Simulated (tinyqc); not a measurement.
Photoconductance decay in a wafer: bulk and surface recombination modes, and iron detection by pair splitting: one step, computed by the program tinyqc. Command: `OMP_NUM_THREADS=1 python tinyqc.py 3112722 3112723 out.jsonl pcd walk`. One thread of a shared host (Intel(R) Xeon(R) Processor @ 2.30GHz), about 0.01 s of CPU time with the checks.

Both faces of the wafer have the same S; injection is low and all coefficients are constant. x runs from -W/2 to W/2.

Question. Decay rates of the even modes. Even modes cos(a x) obey b tan b = S W/(2 D) with b = a W/2, odd modes sin(a x) obey -b cot b = S W/(2 D); each decays at the rate 1/tau_b + D a^2.

Inputs (values chosen for the exercise, modelled on p-type silicon): thickness W = 775 micrometre; diffusivity D = 28.1 cm^2/s; bulk lifetime tau_b without iron = 100 microsecond; surface recombination velocity S = 8.4 cm/s.

Give: the table «The first four even modes: b, surface rate and decay time» with the columns b_n, surface rate D a^2 (1/s), decay time (microsecond), for n = 0, 1, 2, 3.

Answer.

The first four even modes: b, surface rate and decay time:
```
n    b_n  surface rate D a^2 (1/s)  decay time (microsecond)
0  0.107                 2.159e+02                     97.89
1  3.145                 1.851e+05                      5.12
2  6.285                 7.392e+05                      1.33
3  9.426                 1.663e+06                      0.60
```
